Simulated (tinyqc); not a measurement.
Ranking of structures: pair-potential crystal by lattice sums. Computed by tinyqc, a small Python program. Command: `OMP_NUM_THREADS=1 python tinyqc.py 3002765 3002766 out.jsonl pairsum walk`. One thread of a shared host (Intel(R) Xeon(R) Processor @ 2.30GHz), about 0.01 s of CPU time with the checks.

Energy per atom E = (1/2) sum over neighbours of phi(r); d is the nearest-neighbour distance.

Inputs (values chosen for the exercise, for model atoms):
```
quantity,value,unit
well depth eps,0.0312,eV
pair minimum r0,3.96,angstrom
cut-off r_c/r0,2.26,-
stiffness alpha r0,7.3,-
```

Potential: Morse. Structure: hcp.

Constants: 1 eV/angstrom^3 = 160.2176634 GPa.

Method:
- phi0(r) = eps [exp(-2 alpha (r - r0)) - 2 exp(-alpha (r - r0))]; shifted-force cut-off: phi(r) = phi0(r) - phi0(r_c) - (r - r_c) phi0'(r_c) for r < r_c, zero beyond.
- Shells (distance in units of d, count): fcc 1.0000 (12), 1.4142 (6), 1.7321 (24), 2.0000 (12), 2.2361 (24), 2.4495 (8), 2.6458 (48), 2.8284 (6), 3.0000 (36), 3.1623 (24); hcp 1.0000 (12), 1.4142 (6), 1.6330 (2), 1.7321 (18), 1.9149 (12), 2.0000 (6), 2.2361 (12), 2.3805 (12), 2.4495 (6), 2.5166 (6), 2.5820 (12), 2.6458 (24), 2.7080 (6), 2.8868 (12), 3.0000 (12), 3.1091 (24), 3.1623 (12); bcc 1.0000 (8), 1.1547 (6), 1.6330 (12), 1.9149 (24), 2.0000 (8), 2.3094 (6), 2.5166 (24), 2.5820 (24), 2.8284 (24), 3.0000 (32); sc 1.0000 (6), 1.4142 (12), 1.7321 (8), 2.0000 (6), 2.2361 (24), 2.4495 (24), 2.8284 (12), 3.0000 (30), 3.1623 (24); diamond 1.0000 (4), 1.6330 (12), 1.9149 (12), 2.3094 (6), 2.5166 (12), 2.8284 (24), 3.0000 (16). Volumes per atom in d^3: fcc 0.70711, hcp 0.70711, bcc 0.76980, sc 1.00000, diamond 1.53960; hcp has the ideal c/a. Every shell inside the cut-off is summed.
- Equilibrium: dE/dd = 0 at the lowest minimum with d between 0.78 r0 and 1.45 r0; B = d^2 E''(d)/(9 Omega).

Each structure at its own equilibrium:
```
structure,neighbours,d (angstrom),E (eV/atom),volume (angstrom^3),B (GPa)
fcc,12,3.9329,-0.19938,43.016,8.7707
hcp,12,3.9328,-0.19943,43.013,8.7769
bcc,8,3.8573,-0.18508,44.182,7.9166
sc,6,3.8839,-0.11405,58.588,3.6656
diamond,4,3.9305,-0.06625,93.489,1.3402
```

The order is hcp < fcc < bcc < sc < diamond; hcp lies 0.045 meV below fcc. fcc (-0.199381 eV) and hcp (-0.199425 eV) share two shells and differ from the third on. Pair forces reward the number of bonds: diamond reaches only 33 % of the best binding. Caution: each structure is relaxed in d alone and may be unstable against shear; the tiny fcc-hcp difference depends on the cut-off.

Extremes, crossings and ranges named in words are read from the listed rows.
